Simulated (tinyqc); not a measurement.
Inside a calculation. Method: one-electron ion in a basis of Gaussians. Computed by tinyqc, a small Python program that keeps every step. Settings: Z = 1, l = 0. Command: `OMP_NUM_THREADS=1 python tinyqc.py 31868 31869 out.jsonl` (the two numbers bound the seeds that draw the settings). One thread of a shared host (Intel(R) Xeon(R) Processor @ 2.60GHz), about 0.01 s of CPU time with the checks.

## Matrices over normalised Gaussians

exponents of r^l exp(-a r^2) (1/bohr^2): [0.096090, 0.318000, 1.052000, 3.481000, 11.520000, 38.120000, 126.100000]

Z = 1

l = 0

With p = a_i + a_j and I(k) = Gamma((k+1)/2) / (2 p^((k+1)/2)): S = I(2l+2), T = (2l+3) a_i a_j S / p, V = -Z I(2l+1), each divided by sqrt(S_ii S_jj).

S:
```
[[1.000000, 0.775768, 0.412194, 0.183881, 0.077100, 0.031699, 0.012957],
 [0.775768, 1.000000, 0.775883, 0.412230, 0.183881, 0.077106, 0.031709],
 [0.412194, 0.775883, 1.000000, 0.775812, 0.412135, 0.183848, 0.077110],
 [0.183881, 0.412230, 0.775812, 1.000000, 0.775768, 0.412128, 0.183885],
 [0.077100, 0.183881, 0.412135, 0.775768, 1.000000, 0.775803, 0.412238],
 [0.031699, 0.077106, 0.183848, 0.412128, 0.775803, 1.000000, 0.775902],
 [0.012957, 0.031709, 0.077110, 0.183885, 0.412238, 0.775902, 1.000000]]
```

T (hartree):
```
[[0.144135, 0.171737, 0.108878, 0.051583, 0.022042, 0.009115, 0.003732],
 [0.171737, 0.477000, 0.568381, 0.360348, 0.170710, 0.072951, 0.030175],
 [0.108878, 0.568381, 1.578000, 1.880232, 1.191859, 0.564640, 0.241344],
 [0.051583, 0.360348, 1.880232, 5.221500, 6.221421, 3.943723, 1.868729],
 [0.022042, 0.170710, 1.191859, 6.221421, 17.280000, 20.589520, 13.054361],
 [0.009115, 0.072951, 0.564640, 3.943723, 20.589520, 57.180000, 68.134973],
 [0.003732, 0.030175, 0.241344, 1.868729, 13.054361, 68.134973, 189.150000]]
```

V (hartree):
```
[[-0.494663, -0.563293, -0.498362, -0.392425, -0.296509, -0.221120, -0.164248],
 [-0.563293, -0.899878, -1.024735, -0.906628, -0.713890, -0.539417, -0.402298],
 [-0.498362, -1.024735, -1.636733, -1.863821, -1.648910, -1.298377, -0.981126],
 [-0.392425, -0.906628, -1.863821, -2.977296, -3.390371, -2.999432, -2.361963],
 [-0.296509, -0.713890, -1.648910, -3.390371, -5.416220, -6.167687, -5.456877],
 [-0.221120, -0.539417, -1.298377, -2.999432, -6.167687, -9.852501, -11.219538],
 [-0.164248, -0.402298, -0.981126, -2.361963, -5.456877, -11.219538, -17.919571]]
```

## Generalised eigenproblem

H = T + V (hartree):
```
[[-0.350528, -0.391556, -0.389483, -0.340842, -0.274467, -0.212005, -0.160515],
 [-0.391556, -0.422878, -0.456354, -0.546280, -0.543180, -0.466466, -0.372123],
 [-0.389483, -0.456354, -0.058733, 0.016412, -0.457051, -0.733736, -0.739782],
 [-0.340842, -0.546280, 0.016412, 2.244204, 2.831050, 0.944292, -0.493234],
 [-0.274467, -0.543180, -0.457051, 2.831050, 11.863780, 14.421833, 7.597483],
 [-0.212005, -0.466466, -0.733736, 0.944292, 14.421833, 47.327499, 56.915435],
 [-0.160515, -0.372123, -0.739782, -0.493234, 7.597483, 56.915435, 171.230429]]
```

Solve H C = S C e through S^(-1/2); each column has its largest component positive (the first on a tie).

eigenvalues of S: [0.024314, 0.064782, 0.172196, 0.428943, 0.984930, 2.004076, 3.320759]

eigenvalues (hartree): [-0.499902, 0.005654, 1.328336, 6.579893, 25.567753, 92.496582, 335.517200]

coefficients:
```
[[0.364973, 1.530497, -0.939457, 0.424592, -0.202227, 0.100621, -0.050283],
 [0.515603, -1.296638, 2.342186, -1.367355, 0.663446, -0.326800, 0.162253],
 [0.195728, -0.006274, -1.961059, 2.503700, -1.462944, 0.727352, -0.357070],
 [0.052674, -0.083820, 0.199392, -2.195275, 2.492607, -1.447781, 0.713458],
 [0.012445, 0.001327, -0.093029, 0.315109, -2.264401, 2.417220, -1.365738],
 [0.002524, -0.004507, 0.012945, -0.090318, 0.352894, -2.200386, 2.214053],
 [0.000912, -0.000214, -0.004525, 0.011138, -0.069202, 0.261218, -1.876425]]
```

For Z = 1 and l = 0 the exact lowest level is -Z^2/(2 n^2) with n = l + 1: -0.500000 hartree.
